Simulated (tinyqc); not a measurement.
Inside a calculation. Model: Born-Mayer model of an ionic crystal AB. Computed by tinyqc, a small Python program that keeps every step. Command: `OMP_NUM_THREADS=1 python tinyqc.py 3023705 3023706 out.jsonl bornmayer walk`. One thread of a shared host (Intel(R) Xeon(R) Processor @ 2.30GHz), about 0.01 s of CPU time with the checks. Intermediate numbers are printed to about 7 digits and carried at full precision; extremes and crossings named in words are read from the listed rows.

Energies are per ion pair and r is the nearest distance of unlike ions.

Inputs (values chosen for the exercise, for a model salt):
```
quantity                        value           unit
ionic charge z                      1              -
unlike repulsion lambda         12200             eV
range rho                       0.299       angstrom
like repulsion lambda2            274             eV
dispersion C between like ions     20  eV angstrom^6
pressure P                         10            GPa
```

Structure: caesium chloride. Short range: with like-ion terms.

Constants: e^2/(4 pi eps_0) = 14.39964548 eV angstrom; 1 eV/angstrom^3 = 160.2176634 GPa.

## Equilibrium distance at zero pressure

Madelung constant M, unlike neighbours z1, like neighbours z2 at f r, volume per pair: rock salt 1.747565, 6, 12, sqrt2, 2 r^3; caesium chloride 1.762675, 8, 6, 2/sqrt3, 8 r^3/(3 sqrt3); zinc blende 1.638055, 4, 12, sqrt(8/3), 16 r^3/(3 sqrt3). U(r) = -M z^2 e^2/(4 pi eps_0 r) + z1 lambda exp(-r/rho) + z2 [lambda2 exp(-f r/rho) - C/(f r)^6] (one mean like-ion term for both sublattices). Newton steps on g(r) = U'(r), from r = 9 rho: r(new) = r - U'(r)/U''(r), with the move limited to 0.3 angstrom. Where U'' is negative, move 0.3 angstrom downhill. Stop when |U'| is below 1e-9.

Newton steps:
```
step  r (angstrom)  U' (eV/angstrom)  U'' (eV/angstrom^2)
1         2.691000     -3.667599e+01             132.1014
2         2.968635     -1.295421e+01              51.1992
3         3.221651     -4.324356e+00              21.2353
4         3.425291     -1.249188e+00              10.2274
5         3.547433     -2.442495e-01               6.4880
6         3.585079     -1.673496e-02               5.6178
7         3.588058     -9.573482e-05               5.5536
8         3.588075     -3.183859e-09               5.5532
9         3.588075      1.394718e-15               5.5532
```

equilibrium distance r0 = 3.588075 angstrom

## Terms of the lattice energy

The formulas are those given above.

terms (eV): Coulomb -7.073959, unlike repulsion 0.599524, like repulsion 0.001578, dispersion -0.023724

lattice energy U = -6.496581 eV per pair

The short-range terms together cancel 8.2 % of the Coulomb energy.

## Bulk modulus

B = U''(r0)/(9 c r0), with the volume written as c r^3.

U''(r0) = 5.553219 eV/angstrom^2

bulk modulus B = 17.89547 GPa

## Under pressure

With the volume written as c r^3, under pressure take the root at the minimum of the enthalpy and solve U'(r) + 3 c r^2 P = 0; H = U + P V; B = (U'' - 2 U'/r)/(9 c r).

distance at P = 3.285438 angstrom

volume at P = 54.59943 angstrom^3

enthalpy at P = -2.703303 eV per pair

bulk modulus at P = 66.28345 GPa

The volume shrinks by 23.23 %, against P/B = 55.88 % in linear elasticity: the crystal stiffens.

## Three structures under pressure

The formulas are those given above.

Enthalpy (eV per pair):
```
P (GPa)  rock salt  caesium chloride  zinc blende
0         -6.60259          -6.49658     -6.38623
2         -5.59930          -5.64934     -5.02682
5         -4.23431          -4.48263     -3.22708
10        -2.17141          -2.70330     -0.55657
20         1.51035           0.49902      4.13459
40         7.94044           6.13797     12.20563
70        16.36319          13.57777     22.64346
100       23.93740          20.30317     31.94415
```

volumes at zero pressure (angstrom^3): rock salt 84.9423, caesium chloride 71.1202, zinc blende 117.6090

At zero pressure the order is rock salt < caesium chloride < zinc blende. Between 0 and 2 GPa the lowest enthalpy passes from rock salt to caesium chloride. Pressure favours the denser structure, through P V. The Madelung constants, the number of repulsive contacts and the volumes (84.9, 71.1, 117.6 angstrom^3 at P = 0) all matter. Caution: rigid ions with fixed charges leave out polarisation and covalency, so such models often misplace transition pressures.

Checks made by the program: Madelung constant against an Ewald sum (relative difference 1e-07); Newton against bracketing (relative difference below 1e-10).
